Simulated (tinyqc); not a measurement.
## FinFET, parasitic resistance, capacitance and delay: effect of the fin height

Nf fins under one contact; each has gated perimeter p = 2 Hf + Wf and cross-section A = Hf Wf; contact width Wc = Nf pf, stack height Hs = Hf. Contact length Lc = CPP - Lg - 2 Lsp, shared by two neighbouring gates. Source and drain sides are equal. The formulas are first-order estimates, not field solutions.

Epitaxy sheet resistance Rsh = re/te, transfer length LT = sqrt(rc/Rsh), contact Rc = [sqrt(rc Rsh)/Wc] coth(Lc/(2 LT)); extension of one fin Rx = rx Lsp/A. With N fins: gate Cg = Cinv p N Lg; per side, plate Cp = ks eps0 [Wc (Hs + Hc) - N A]/Lsp, top fringe Cf = (2/pi) ks eps0 Wc ln(1 + Lg/(2 Lsp)), overlap Co = Cinv p N Lov. One fin: I = p Q vx u/(1 + |u|^1.8)^(1/1.8), Q = Cinv n Vt ln(1 + exp((Vg' - VT + dl Vd')/(n Vt))), u = Vd' mu/(vx Lg), Vg' = Vgs - v, Vd' = Vds - 2 v, with the drop on each side v = Rc (sum of I) + Rx I. Ieff = [I(Vgs = Vdd, Vds = Vdd/2) + I(Vdd/2, Vdd)]/2, total currents. With Cs = Cp + Cf + Co, the load of an inverter of two such devices driving an equal one is CL = 2 (Cg + 2 Cs) + 4 Cs + Cw (own drains counted twice for the Miller effect); delay CL Vdd/(2 Ieff).

Parameters, values chosen for the exercise; values close to those of silicon logic devices:
- T = 300 K (temperature)
- Nf = 2 (number of fins)
- Wf = 5 nm (fin width)
- pf = 24 nm (fin pitch)
- CPP = 42 nm (contacted gate pitch)
- Lg = 20 nm (gate length)
- Lsp = 6 nm (spacer length)
- ks = 5.5 (relative permittivity of the spacer)
- Hc = 20 nm (gate height above the channel stack)
- rc = 9.2e-10 ohm cm^2 (contact resistivity)
- re = 0.00032 ohm cm (resistivity of the source-drain epitaxy)
- te = 20 nm (current-carrying depth of the epitaxy)
- rx = 0.00077 ohm cm (resistivity of the extension)
- Lov = 2 nm (gate overlap)
- Cinv = 2.7 uF/cm^2 (inversion capacitance)
- vx = 9.1e6 cm/s (injection velocity)
- mu = 350 cm^2/(V s) (apparent mobility)
- VT = 0.27 V (threshold at zero drain voltage)
- dl = 0.038 V/V (barrier lowering)
- n = 1.24 (subthreshold factor)
- Cw = 0.06 fF (wire load)
- Vdd = 0.8 V (supply voltage)

Constants: q = 1.602176634e-19 C, kB = 1.380649e-23 J/K, eps0 = 8.8541878128e-12 F/m, Vt = kB T/q. Results are converted to the units shown.

The same in every row: Rc (ohm) = 388.9.

Results:
```
Hf (nm)  Rx/N (ohm)  Ieff (uA)  CL (aF)  delay (ps)
20            231.0      66.72    319.4       1.915
30            154.0      92.93    404.6       1.742
40            115.5      117.1    489.7       1.673
50            92.40      139.4    574.9       1.650
60            77.00      159.9    660.1       1.652
70            66.00      178.6    745.2       1.669
90            51.33      210.9    915.5       1.736
```

Estimate the missing row, Hf = 80 nm.

Computed row:
```
Hf (nm)  Rx/N (ohm)  Ieff (uA)  CL (aF)  delay (ps)
80            57.75      195.6    830.4       1.698
```

With this row back in the table: As Hf goes from 20 to 90 nm, Ieff rises from 66.7 to 211 uA, CL rises from 319 to 916 aF and the delay goes from 1.91 through a minimum of 1.65 (at Hf = 50 nm among the rows listed) to 1.74 ps. From the first row to the last Ieff grows by a factor of 3.16 and CL by 2.87; the first step changes the delay by -9.1 %, the last by 2.2 %.

tinyqc, about 0.03 s, one thread, Intel Xeon 2.30GHz (shared host): `OMP_NUM_THREADS=1 python tinyqc.py 2170049 2170050 out.jsonl`
